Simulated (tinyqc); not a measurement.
Comparisons within one model: thin-film optics by transfer matrices. A value that a table varies takes the place of the one given here.

Indices N = n + i k. Snell: N0 sin(theta) = N_j sin(theta_j), with Im(N_j cos theta_j) >= 0. Admittance y_j = N_j cos theta_j for s and N_j/cos theta_j for p. Phase delta_j = 2 pi N_j cos theta_j d_j/lambda. Layer matrix [[cos delta, -i sin delta/y], [-i y sin delta, cos delta]], multiplied from the top down to M. (B, C) = M (1, y_sub); r = (y0 B - C)/(y0 B + C), R = |r|^2, T = 4 Re y0 Re y_sub/|y0 B + C|^2, absorbed in the films 1 - R - T.

Ellipsometry: rho = tan(Psi) exp(i Delta) = -conj(r_p/r_s) with the r of the admittance formula, Delta in 0 to 360 degrees, so that a bare dielectric at small angles gives Delta = 180.

Values chosen for the exercise (indices near those of resist, ARC on Al; the results hold for these values, not for the real material):

| symbol | value | unit | meaning |
|---|---|---|---|
| lam | 365 | nm | vacuum wavelength |
| n0 | 1 |  | ambient index |
| n | (1.703, 1.755, 0.415) |  | n of resist, ARC, substrate |
| k | (0.025, 0.305, 4.389) |  | k in the same order |
| d | (241, 32.7) | nm | thicknesses, top first |
| theta | 65 | degrees | angle of incidence |
| pol | s |  | polarisation |

## Swing curve: thickness of the top film

The first entry of d takes the values listed.

Stack:

| d_1 (nm) | R | T | absorbed |
|---|---|---|---|
| 241.0 | 0.5165 | 0.0371 | 0.4464 |
| 262.1 | 0.1180 | 0.0642 | 0.8177 |
| 283.2 | 0.1282 | 0.0597 | 0.8121 |
| 304.3 | 0.4886 | 0.0335 | 0.4779 |
| 325.4 | 0.6320 | 0.0236 | 0.3444 |
| 346.5 | 0.6279 | 0.0237 | 0.3485 |
| 367.6 | 0.4688 | 0.0331 | 0.4981 |
| 388.7 | 0.1127 | 0.0528 | 0.8345 |
| 409.8 | 0.1238 | 0.0495 | 0.8267 |
| 430.9 | 0.4487 | 0.0299 | 0.5214 |
| 451.9 | 0.5912 | 0.0218 | 0.3870 |
| 473.0 | 0.5875 | 0.0217 | 0.3907 |
| 494.1 | 0.4321 | 0.0293 | 0.5385 |

What can be read from the table?

R swings between 0.1127 and 0.6320 on these points. The period is lambda/(2 Re(N_1 cos theta_1)) = 126.6 nm, six rows. The swing shrinks from 0.5140 in the first period to 0.4785 in the second, as the film absorbs the wave that returns from below. The swing ratio (max - min)/mean is 1.28.

## Angle of incidence

Both polarisations.

Stack:

| theta (degrees) | R_s | R_p | Psi | Delta |
|---|---|---|---|---|
| 0 | 0.2115 | 0.2115 | 45.00 | 180.00 |
| 15 | 0.1724 | 0.1763 | 45.32 | 182.06 |
| 30 | 0.0723 | 0.1168 | 51.80 | 183.41 |
| 45 | 0.0901 | 0.1489 | 52.12 | 127.58 |
| 55 | 0.2815 | 0.2096 | 40.79 | 106.24 |
| 60 | 0.4012 | 0.2350 | 37.43 | 97.66 |
| 65 | 0.5165 | 0.2551 | 35.10 | 88.14 |
| 70 | 0.6220 | 0.2752 | 33.63 | 76.50 |
| 75 | 0.7187 | 0.3103 | 33.31 | 61.62 |
| 80 | 0.8107 | 0.3932 | 34.86 | 43.09 |
| 85 | 0.9028 | 0.5890 | 38.93 | 21.98 |

How do the results move?

R_s and R_p agree at normal incidence (0.2115). R_p is lowest at 30 degrees of those listed (0.1168), where R_s = 0.0723: both are low, so this is an interference minimum, not a Brewster effect. R_s does not rise steadily, because the phase thickness of the films changes with the angle. R_p exceeds R_s at 15, 30 and 45 degrees, where Psi is above 45.

## Thickness of the antireflection layer under the resist

Light arrives at normal incidence from inside the resist, taken as the ambient with its real index n; the second entry of d takes the values listed.

Reflectance back into the resist:

| d_2 (nm) | R |
|---|---|
| 0 | 0.8810 |
| 10 | 0.7917 |
| 20 | 0.6307 |
| 30 | 0.4444 |
| 40 | 0.2847 |
| 50 | 0.1758 |
| 60 | 0.1174 |
| 80 | 0.1038 |
| 100 | 0.1301 |
| 120 | 0.1066 |

What does this show?

Without the layer R = 0.8810; the lowest value listed is 0.1038 at 80 nm, against a quarter wave lambda/(4 n) = 52.0 nm. A very thick layer would leave only its top interface, R = 0.0079, once absorption has removed the wave from below.

## Sensitivity of the reflectance

R for both polarisations. Each row changes one parameter from the base and keeps the others.

Results:

| case | R_s | R_p | T_s |
|---|---|---|---|
| base | 0.5165 | 0.2551 | 0.0371 |
| d = (246, 32.7) nm | 0.4429 | 0.2643 | 0.0423 |
| n = (1.737, 1.755, 0.415) | 0.4201 | 0.2703 | 0.0443 |
| k = (0.025, 0.305, 4.838) | 0.5397 | 0.2631 | 0.0312 |
| lam = 370 nm | 0.5637 | 0.2503 | 0.0341 |
| theta = 70 degrees | 0.6220 | 0.2752 | 0.0285 |

What can be read from the table?

The largest shifts from the base row, up to three for each result and ties (the steps differ in size, so this ranks the rows, not the parameters). R_s: theta +0.1055, n -0.0964, d -0.0736. R_p: theta +0.0201, n +0.0152, d +0.0092. T_s: theta -0.0086, n +0.0072, k -0.0059.

(tinyqc, `OMP_NUM_THREADS=1 python tinyqc.py 1651524 1651525 out.jsonl`, Intel(R) Xeon(R) Processor @ 2.30GHz, 1 thread, shared host, about 0.01 s.)
